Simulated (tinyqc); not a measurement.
Plane-wave Kohn-Sham cycle with exchange-only LDA in a layered model solid, step by step. Computed by tinyqc, a small Python program that keeps every step. Settings: points = 16, plane-wave index or count = 2, electrons = 4, k points = 1, area = 35.0, mixing = 0.8, iteration cap = 69, Pulay depth = 3. Command: `OMP_NUM_THREADS=1 python tinyqc.py 26530 26531 out.jsonl` (the two numbers bound the seeds that draw the settings). One thread of a shared host (Intel(R) Xeon(R) Processor @ 2.60GHz), about 0.01 s of CPU time with the checks. Later iterations appear only in the table of the cycle.

## Iteration 1: potential

A solid whose potential varies along x alone (atomic units):
```
parameter                      value
period a                    4.700000
cross-section of the cell  35.000000
electrons per cell                 4
grid points                       16
plane waves -n..n, n               2
k points                           1
V1 in V1 cos(2 pi x/a)     -0.550000
V2 in V2 cos(4 pi x/a)      0.130000
```

density at the start, on the grid x_j = j a/N (e/bohr^3): 0.02431611  0.02431611  0.02431611  0.02431611  0.02431611  0.02431611  0.02431611  0.02431611  0.02431611  0.02431611  0.02431611  0.02431611  0.02431611  0.02431611  0.02431611  0.02431611

V_H(G) = 4 pi rho(G)/G^2 for G != 0 (uniform background); v_x = -(3 rho/pi)^(1/3); V = V_ext + V_H + v_x; Fourier components f(G_m) = (1/N) sum_j f(x_j) exp(-i G_m x_j).

Potentials on the grid (hartree):
```
x             V_ext       V_H        v_x          V
0.000000  -0.420000  0.000000  -0.285291  -0.705291
0.293750  -0.416210  0.000000  -0.285291  -0.701501
0.587500  -0.388909  0.000000  -0.285291  -0.674200
0.881250  -0.302400  0.000000  -0.285291  -0.587691
1.175000  -0.130000  0.000000  -0.285291  -0.415291
1.468750   0.118552  0.000000  -0.285291  -0.166739
1.762500   0.388909  0.000000  -0.285291   0.103617
2.056250   0.600058  0.000000  -0.285291   0.314766
2.350000   0.680000  0.000000  -0.285291   0.394709
2.643750   0.600058  0.000000  -0.285291   0.314766
2.937500   0.388909  0.000000  -0.285291   0.103617
3.231250   0.118552  0.000000  -0.285291  -0.166739
3.525000  -0.130000  0.000000  -0.285291  -0.415291
3.818750  -0.302400  0.000000  -0.285291  -0.587691
4.112500  -0.388909  0.000000  -0.285291  -0.674200
4.406250  -0.416210  0.000000  -0.285291  -0.701501
```

V(G_m), m = 0, 1, 2, ... (hartree): -0.285291  -0.275000  0.065000  0.000000  0.000000

## Iteration 1: Hamiltonian at one k

k = 0.000000 2 pi / a

H(m,m') = (k + G_m)^2/2 delta + V(G_m - G_m'), with V(-G) = V(G).

H (hartree), lower triangle:
```
           -2         -1         +0         +1        +2
-2   3.289034
-1  -0.275000   0.608290
+0   0.065000  -0.275000  -0.285291
+1   0.000000   0.065000  -0.275000   0.608290
+2   0.000000   0.000000   0.065000  -0.275000  3.289034
```

## Iteration 1: levels at that k

Diagonalise the Hermitian matrix.

eigenvalues (hartree): -0.423236  0.516018  0.777759  3.316305  3.322509

## Iteration 1: new density

Motion across x is left out: the lowest 2 band(s) hold two electrons at each of the k points (j + 1/2)/nk - 1/2. Residual R = rho(out) - rho(in); rho(new) = rho(in) + 0.8 R. rho(out) = 2/(a A nk) sum |psi|^2 with psi = sum c exp(i G x). Harris energy E = band energy - dV sum rho (V_H/2 + v_x) + (3/4) dV sum rho v_x with rho(in), dV = a A/N, band energy = (2/nk) sum of the filled levels.

rho(out) (e/bohr^3): 0.02443277  0.02812383  0.03547864  0.03909670  0.03482920  0.02457069  0.01339034  0.00547321  0.00269974  0.00547321  0.01339034  0.02457069  0.03482920  0.03909670  0.03547864  0.02812383

density after iteration 1 (e/bohr^3): 0.02440944  0.02736228  0.03324613  0.03614059  0.03272659  0.02451978  0.01557549  0.00924179  0.00702301  0.00924179  0.01557549  0.02451978  0.03272659  0.03614059  0.03324613  0.02736228

energy per cell = 0.47085642 hartree

## Iteration 2: potential

As before.

Potentials on the grid (hartree):
```
x             V_ext        V_H        v_x          V
0.000000  -0.420000   0.058014  -0.285656  -0.647641
0.293750  -0.416210   0.057682  -0.296739  -0.655267
0.587500  -0.388909   0.053766  -0.316644  -0.651787
0.881250  -0.302400   0.040451  -0.325578  -0.587527
1.175000  -0.130000   0.014909  -0.314986  -0.430076
1.468750   0.118552  -0.019307  -0.286086  -0.186841
1.762500   0.388909  -0.053682  -0.245926   0.089300
2.056250   0.600058  -0.078825  -0.206653   0.314579
2.350000   0.680000  -0.088000  -0.188581   0.403419
2.643750   0.600058  -0.078825  -0.206653   0.314579
2.937500   0.388909  -0.053682  -0.245926   0.089300
3.231250   0.118552  -0.019307  -0.286086  -0.186841
3.525000  -0.130000   0.014909  -0.314986  -0.430076
3.818750  -0.302400   0.040451  -0.325578  -0.587527
4.112500  -0.388909   0.053766  -0.316644  -0.651787
4.406250  -0.416210   0.057682  -0.296739  -0.655267
```

V(G_m), m = 0, 1, 2, ... (hartree): -0.278716  -0.262364  0.076828  -0.000308  0.001287

## Iteration 2: Hamiltonian at one k

k = 0.000000 2 pi / a

As before.

H (hartree), lower triangle:
```
           -2         -1         +0         +1        +2
-2   3.295609
-1  -0.262364   0.614865
+0   0.076828  -0.262364  -0.278716
+1  -0.000308   0.076828  -0.262364   0.614865
+2   0.001287  -0.000308   0.076828  -0.262364  3.295609
```

## Iteration 2: levels at that k

As before.

eigenvalues (hartree): -0.404422  0.513343  0.785274  3.319015  3.329020

## Iteration 2: new density

B (overlaps of the stored error matrices):
```
               1              2
1  2.3524491e-03  4.3511415e-04
2  4.3511415e-04  8.3816641e-05
```

Motion across x is left out: the lowest 2 band(s) hold two electrons at each of the k points (j + 1/2)/nk - 1/2. Residual R = rho(out) - rho(in); rho(new) = rho(in) + 0.8 R; Pulay mixing then takes sum c_i of the stored mixed densities, with c from B_ij = sum R_i R_j as in DIIS. rho(out) = 2/(a A nk) sum |psi|^2 with psi = sum c exp(i G x). Harris energy E = band energy - dV sum rho (V_H/2 + v_x) + (3/4) dV sum rho v_x with rho(in), dV = a A/N, band energy = (2/nk) sum of the filled levels.

rho(out) (e/bohr^3): 0.02356396  0.02735012  0.03499689  0.03905163  0.03518667  0.02510477  0.01384870  0.00575792  0.00290038  0.00575792  0.01384870  0.02510477  0.03518667  0.03905163  0.03499689  0.02735012

DIIS coefficients: -0.224323  1.224323

density after iteration 2 (e/bohr^3): 0.02358132  0.02735037  0.03496093  0.03899183  0.03513614  0.02509275  0.01388417  0.00582949  0.00298507  0.00582949  0.01388417  0.02509275  0.03513614  0.03899183  0.03496093  0.02735037

energy per cell = 0.47627156 hartree

## Convergence

Stop when sqrt(dV sum R^2) is below 1e-8, dV = a A/N.

Course of the cycle:
```
iteration  E (hartree)  norm of the residual
1           0.47085642              1.56e-01
2           0.47627156              2.94e-02
3           0.47521387              1.12e-03
4           0.47521206              6.58e-05
5           0.47521206              1.28e-06
6           0.47521206              1.77e-07
7           0.47521206              3.82e-09
```

Converged in 7 iterations. Before convergence this energy mixes input and output and is not variational, so it may rise towards its limit.
